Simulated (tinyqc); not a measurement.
Hartree-Fock atom on a uniform radial grid, spin-unpolarised, for He, step by step. Computed by tinyqc, a small Python program that keeps every step. Settings: Z = 2, points = 256, R = 9.8, functional = hf2, mixing = 0.4, iteration cap = 90. Command: `OMP_NUM_THREADS=1 python tinyqc.py 29396 29397 out.jsonl` (the two numbers bound the seeds that draw the settings). One thread of a shared host (Intel(R) Xeon(R) Processor @ 2.60GHz), about 0.4 s of CPU time with the checks. Later iterations appear only in the table of the cycle.

## Iteration 1

Spherical atom on a uniform radial grid r_j = j h with h = R/(N + 1), h sum u^2 = 1 and integrals as h times sums, u(0) = u(R) = 0 (atomic units):
```
parameter           value
Z                       2
points N              256
R                9.800000
h                0.038132
mixing           0.400000
electrons in 1s         2
```

Three-point differences turn -u''/2 + [l(l+1)/2r^2 - Z/r + V] u = e u into a tridiagonal matrix (diagonal 1/h^2 + potential, off-diagonal -1/2h^2). D = sum f u^2; the Hartree potential y/r solves y'' = -D/r with y(0) = 0, y(R) = N_e; for two electrons in one orbital exchange is -V_H/2 (Hartree-Fock); E = sum f e - int D V + int D (V_H/2 + eps_xc); V(new) = V + mixing (V_H + v_xc - V).

eigenvalues (hartree): 1s -1.997100

Every 16th grid point:
```
r             V in     u(1s)         D       V_H       v_xc
0.610117  0.000000  1.018427  2.074388  2.643509  -1.321754
1.220233  0.000000  0.601910  0.724592  1.596117  -0.798058
1.830350  0.000000  0.266805  0.142370  1.089303  -0.544652
2.440467  0.000000  0.105125  0.022102  0.819236  -0.409618
3.050584  0.000000  0.038832  0.003016  0.655589  -0.327794
3.660700  0.000000  0.013770  0.000379  0.546342  -0.273171
4.270817  0.000000  0.004747  0.000045  0.468294  -0.234147
4.880934  0.000000  0.001603  0.000005  0.409758  -0.204879
5.491051  0.000000  0.000533  5.68e-07  0.364229  -0.182115
6.101167  0.000000  0.000175  6.13e-08  0.327806  -0.163903
6.711284  0.000000  0.000057  6.47e-09  0.298006  -0.149003
7.321401  0.000000  0.000018  6.73e-10  0.273172  -0.136586
7.931518  0.000000  0.000006  6.88e-11  0.252159  -0.126079
8.541634  0.000000  1.85e-06         0  0.234147  -0.117074
9.151751  0.000000  5.41e-07         0  0.218537  -0.109269
9.761868  0.000000  2.51e-08         0  0.204879  -0.102439
```

total energy = -2.74492867 hartree

## Iteration 2

As before.

eigenvalues (hartree): 1s -1.507082

Every 16th grid point:
```
r             V in     u(1s)         D       V_H       v_xc
0.610117  0.528702  0.983965  1.936374  2.539640  -1.269820
1.220233  0.319223  0.641288  0.822500  1.576419  -0.788209
1.830350  0.217861  0.321471  0.206687  1.086294  -0.543147
2.440467  0.163847  0.144904  0.041994  0.818820  -0.409410
3.050584  0.131118  0.061613  0.007592  0.655534  -0.327767
3.660700  0.109268  0.025245  0.001275  0.546335  -0.273167
4.270817  0.093659  0.010082  0.000203  0.468293  -0.234147
4.880934  0.081952  0.003951  0.000031  0.409758  -0.204879
5.491051  0.072846  0.001527  4.66e-06  0.364229  -0.182115
6.101167  0.065561  0.000583  6.80e-07  0.327806  -0.163903
6.711284  0.059601  0.000221  9.74e-08  0.298006  -0.149003
7.321401  0.054634  0.000083  1.37e-08  0.273172  -0.136586
7.931518  0.050432  0.000031  1.91e-09  0.252159  -0.126079
8.541634  0.046829  0.000011  2.55e-10  0.234147  -0.117074
9.151751  0.043707  3.73e-06  2.79e-11  0.218537  -0.109269
9.761868  0.040976  1.83e-07         0  0.204879  -0.102439
```

total energy = -2.82090335 hartree

## Iteration 3

As before.

eigenvalues (hartree): 1s -1.241310

Every 16th grid point:
```
r             V in     u(1s)         D       V_H       v_xc
0.610117  0.825149  0.959683  1.841981  2.471029  -1.235514
1.220233  0.506818  0.660374  0.872189  1.560905  -0.780453
1.830350  0.347975  0.355343  0.252538  1.083392  -0.541696
2.440467  0.262072  0.173346  0.060098  0.818324  -0.409162
3.050584  0.209777  0.080130  0.012842  0.655454  -0.327727
3.660700  0.174828  0.035794  0.002562  0.546322  -0.273161
4.270817  0.149854  0.015614  0.000488  0.468291  -0.234146
4.880934  0.131122  0.006693  0.000090  0.409757  -0.204879
5.491051  0.116553  0.002831  0.000016  0.364229  -0.182114
6.101167  0.104898  0.001185  2.81e-06  0.327806  -0.163903
6.711284  0.095362  0.000492  4.84e-07  0.298006  -0.149003
7.321401  0.087415  0.000203  8.20e-08  0.273172  -0.136586
7.931518  0.080691  0.000083  1.37e-08  0.252159  -0.126079
8.541634  0.074927  0.000033  2.18e-09  0.234147  -0.117074
9.151751  0.069932  0.000012  2.75e-10  0.218537  -0.109269
9.761868  0.065561  5.94e-07         0  0.204879  -0.102439
```

total energy = -2.84640389 hartree

## Convergence

Stop when input and output potentials agree to 1e-7.

Course of the cycle (hartree):
```
iteration            E      e(1s)  largest |V(out) - V(in)|
1          -2.74492867  -1.997100                  1.99e+00
2          -2.82090335  -1.507082                  1.06e+00
3          -2.84640389  -1.241310                  5.54e-01
4          -2.85402609  -1.096384                  2.87e-01
5          -2.85612108  -1.016839                  1.48e-01
6          -2.85666777  -0.972851                  7.65e-02
7          -2.85680680  -0.948327                  3.99e-02
8          -2.85684193  -0.934539                  2.17e-02
9          -2.85685088  -0.926724                  1.22e-02
10         -2.85685321  -0.922261                  6.98e-03
11         -2.85685383  -0.919694                  4.04e-03
...                ...        ...                       ...
22         -2.85685408  -0.916128                  1.25e-05
23         -2.85685408  -0.916124                  7.45e-06
24         -2.85685408  -0.916121                  4.44e-06
25         -2.85685408  -0.916119                  2.65e-06
26         -2.85685408  -0.916118                  1.58e-06
27         -2.85685408  -0.916118                  9.41e-07
28         -2.85685408  -0.916117                  5.61e-07
29         -2.85685408  -0.916117                  3.35e-07
30         -2.85685408  -0.916117                  2.00e-07
31         -2.85685408  -0.916117                  1.19e-07
32         -2.85685408  -0.916117                  7.11e-08
```

Converged in 32 iterations. A uniform grid resolves the cusp poorly: for a bare nucleus this grid gives 1s at -1.99710 against -Z^2/2 = -2 hartree. Before convergence this energy mixes input and output and is not variational, so it may rise towards its limit.
